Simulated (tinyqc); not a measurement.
Reverse leakage of an n+-p junction: diffusion, generation, trap-assisted and band-to-band tunnelling: two steps of the calculation.

One-sided abrupt junction in the depletion approximation, x from the junction (0) to W on the p side, field F = F0 (1 - x/W). Flat quasi-Fermi levels, long p side. Traps generate through SRH with both lifetimes shortened by 1 + Gamma (Hurkx enhancement, form for moderate fields); band-to-band generation is local and needs a total bending above Eg.

Values chosen for this exercise; band and dielectric values those of a made-up semiconductor:
- T = 300 K (temperature)
- Eg = 0.853 eV (band gap)
- eps_r = 13.9 (relative permittivity)
- Nc = 2.58e17 cm^-3 (conduction-band density of states at T)
- Nv = 7.61e18 cm^-3 (valence-band density of states at T)
- Na = 3.9e16 cm^-3 (acceptor density of the lighter side)
- Nd = 1e20 cm^-3 (donor density of the heavier side)
- tau = 3e-7 s (SRH lifetime of both carriers at zero field)
- mt = 0.047 m0 (tunnelling mass)
- Dn = 4.5 cm^2/s (electron diffusion coefficient on the lighter side)
- VR = 1.2 V (reverse bias)

Constants: q = 1.602176634e-19 C, kB = 1.380649e-23 J/K, hbar = 1.054571817e-34 J s, m0 = 9.1093837015e-31 kg, Vt = kB T/q, eps0 = 8.8541878128e-14 F/cm where lengths are in cm. Results are converted to the units shown.

Question 1. Field, scales and diffusion current. ni = sqrt(Nc Nv) exp(-Eg/(2 Vt)), Eg in volts; Vbi = Vt ln(Na Nd/ni^2); W = sqrt(2 eps0 eps_r (Vbi + VR)/(q Na)); F0 = 2 (Vbi + VR)/W; FG = sqrt(24 mt m0 (kB T)^3)/(q hbar); J_diff = q ni^2 sqrt(Dn/tau)(1 - exp(-VR/Vt))/Na.

Wanted: ni; Vbi; W; F0; FG; J_diff.

Answer 1.

ni = 9.586e10 cm^-3
Vbi = 0.8707 V
W = 285.6 nm
F0 = 145.0 kV/cm
FG = 159.9 kV/cm
J_diff = 1.462e-10 A/cm^2

Question 2. Current components. u = (Vbi + VR)(1 - x/W)^2, p = Na exp(-u/Vt), n = Nd exp((u - Vbi - VR)/Vt); G0 = ni^2 (1 - exp(-VR/Vt))/(tau (n + p + 2 ni cosh(Et/Vt))); Gamma = 2 sqrt(3 pi)(F/FG) exp((F/FG)^2); trap-assisted part G0 Gamma; G_bb = Ab F^2.5 exp(-Bb/F) with F in V/cm, zero unless Vbi + VR > Eg, and counted as zero under 1 cm^-3 s^-1. 13 equal steps.

Each current is q times the trapezoid sum of its rate; J adds J_diff; J_bb under 1e-8 of the sum is given as 0.

| point | x (nm) | G0 (cm^-3 s^-1) | G0 Gamma (cm^-3 s^-1) | G_bb (cm^-3 s^-1) |
|---|---|---|---|---|
| 0 | 0.00000 | 3.0627659e8 | 3.8795457e9 | 6.6510088e6 |
| 1 | 21.96994 | 4.2854326e13 | 4.4369395e14 | 73974.662 |
| 2 | 43.93989 | 1.4948764e17 | 1.2685708e18 | 370.06336 |
| 3 | 65.90983 | 1.5975883e17 | 1.1127973e18 | 0 |
| 4 | 87.87978 | 1.5975935e17 | 9.1310292e17 | 0 |
| 5 | 109.84972 | 1.5975935e17 | 7.4722645e17 | 0 |
| 6 | 131.81967 | 1.5975668e17 | 6.0780375e17 | 0 |
| 7 | 153.78961 | 1.5850556e17 | 4.8521884e17 | 0 |
| 8 | 175.75955 | 6.5114461e16 | 1.5745276e17 | 0 |
| 9 | 197.72950 | 1.5286637e15 | 2.8304856e15 | 0 |
| 10 | 219.69944 | 5.5905720e13 | 7.5037438e13 | 0 |
| 11 | 241.66939 | 5.2287101e12 | 4.5662725e12 | 0 |
| 12 | 263.63933 | 1.2614954e12 | 5.4285644e11 | 0 |
| 13 | 285.60928 | 7.8532073e11 | 0 | 0 |

J_diff = 1.4619296e-10 A/cm^2

Give: J_SRH; J_TAT; J_bb; J.

Answer 2.

J_SRH = 3.5685e-7 A/cm^2
J_TAT = 1.8640e-6 A/cm^2
J_bb = 0 A/cm^2
J = 2.2210e-6 A/cm^2

Range of the model: The n+ side is degenerate, so Vbi from Boltzmann statistics is only a guide.

Program tinyqc, `OMP_NUM_THREADS=1 python tinyqc.py 2290126 2290127 out.jsonl`; Intel Xeon 2.30GHz, shared host, one thread, about 0.01 s.
